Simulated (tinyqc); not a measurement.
Pressure: conduction-band anticrossing with a localised impurity level.

Host conduction band EM(k) = Eg - al x + c k^2/mM, c = hbar^2/2m0, coupled to a flat level EI by V = C sqrt(x): H = [[EM, V], [V, EI]], E+/- = (EM + EI)/2 +/- sqrt((EM - EI)^2/4 + V^2). The host weight of a state at E is f = 1/(1 + V^2/(E - EI)^2), and its mass at k = 0 is mM/f. The gap is E-(0), the valence top staying at 0.

Constants: hbar^2/2m0 = 3.80998211 eV angstrom^2.

Parameters, chosen for this exercise (host near GaAs; not measured data): Eg = 1.493 eV (gap at Gamma to the s-like level); mM = 0.0681 m0 (mass of the host band); EI = 1.649 eV (impurity level, from the valence top of the host); C = 2.43 eV (coupling); al = 0.85 eV (linear shift of the host edge); x = 0.021 (impurity fraction); aM = 103 meV/GPa (pressure coefficient of the host edge); aI = 32 meV/GPa (pressure coefficient of the level).

Eg and EI move linearly with pressure; V is kept. The slope of E- is f aM + (1 - f) aI.

Results:
```
P (GPa)  EM (eV)  EI (eV)  E- (eV)  E+ (eV)  host weight of E-  slope of E- (meV/GPa)
0         1.4751   1.6490   1.1994   1.9248              0.620                   76.0
1         1.5781   1.6810   1.2737   1.9855              0.572                   72.6
2         1.6811   1.7130   1.3446   2.0496              0.523                   69.1
3         1.7841   1.7450   1.4119   2.1173              0.472                   65.5
4         1.8872   1.7770   1.4757   2.1885              0.423                   62.0
5         1.9902   1.8090   1.5360   2.2632              0.375                   58.7
6         2.0932   1.8410   1.5930   2.3411              0.331                   55.5
8         2.2992   1.9050   1.6985   2.5056              0.256                   50.2
```

Give the missing row, P (GPa) = 7.

Computed row:
```
P (GPa)  EM (eV)  EI (eV)  E- (eV)  E+ (eV)  host weight of E-  slope of E- (meV/GPa)
7         2.1961   1.8730   1.6471   2.4220              0.291                   52.7
```

The unmixed levels cross at 2.45 GPa, where E+ - E- has its minimum 2V = 0.704 eV and the weights are 1/2. The slope of E- falls from 76 to 50 meV/GPa, between the limits aM = 103 and aI = 32, as the state turns impurity-like. The X valleys, which pass below the Gamma edge of the host at high pressure, are left out.

Run: tinyqc, `OMP_NUM_THREADS=1 python tinyqc.py 1050847 1050848 out.jsonl`; Intel(R) Xeon(R) Processor @ 2.30GHz, one thread, shared host; about 0.01 s of CPU time with all checks.
